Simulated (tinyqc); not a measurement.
# Changing the imaginary frequency at the saddle nu_b

Model: harmonic transition-state theory with quantum, tunnelling and friction corrections. Computed by tinyqc, a small Python program. Command: `OMP_NUM_THREADS=1 python tinyqc.py 3015514 3015515 out.jsonl rates sweep`. One thread of a shared host (Intel(R) Xeon(R) Processor @ 2.30GHz), about 0.04 s of CPU time with the checks.

One atom hops between equivalent sites; three modes at the minimum and two real modes at the saddle are treated as harmonic, the rest of the crystal as unchanged; melting is ignored, so hot rows may lie above the melting point.

Inputs (values chosen for the exercise, modelled on a vacancy in silicon): barrier E_b = 0.399 eV; temperature T = 418 K.

Lattice of sites: three-dimensional.

Constants: h x 1 THz = 4.135667696 meV; k_B = 8.617333262e-05 eV/K.

Method. With u = h nu_b/(k_B T): Wigner factor 1 + u^2/24; parabolic barrier (Bell) (u/2)/sin(u/2), valid above T_c = h nu_b/(2 pi k_B); symmetric Eckart barrier: kappa = int_0^infinity P(E) exp(-(E - E_b)/(k_B T)) dE/(k_B T), P = (cosh 2a - 1)/(cosh 2a + cosh 2d), a = alpha sqrt(E/E_b), alpha = 2 pi E_b/(h nu_b), 2d = 2 sqrt(alpha^2 - pi^2/4).

One run for each value:
```
imaginary frequency at the saddle nu_b (THz)  Eckart factor  Wigner factor  crossover temperature T_c (K)
1.4                                                  1.0012         1.0011                         10.694
1.8                                                  1.0019         1.0018                         13.749
2.4                                                  1.0035         1.0032                         18.332
3.1                                                  1.0058         1.0053                         23.679
4.0                                                  1.0096         1.0088                         30.553
5.1                                                  1.0157         1.0143                         38.955
6.6                                                  1.0265         1.0239                         50.412
8.6                                                  1.0454         1.0406                         65.689
```

What does the table show, and why?

Over the rows, Eckart factor rises from 1.00 to 1.05 (exponent d ln y / d ln x 0.0031 between the first rows and 0.069 between the last); Wigner factor rises from 1.00 to 1.04 (exponent d ln y / d ln x 0.0028 between the first rows and 0.061 between the last); crossover temperature T_c (K) rises from 10.7 to 65.7 (exponent d ln y / d ln x about 1.00 throughout). The exponent of crossover temperature T_c stays at 1: T_c = h nu_b/(2 pi k_B). A larger nu_b means a narrower barrier of the same height.

Extremes, crossings and ranges named in words are read from the listed rows.
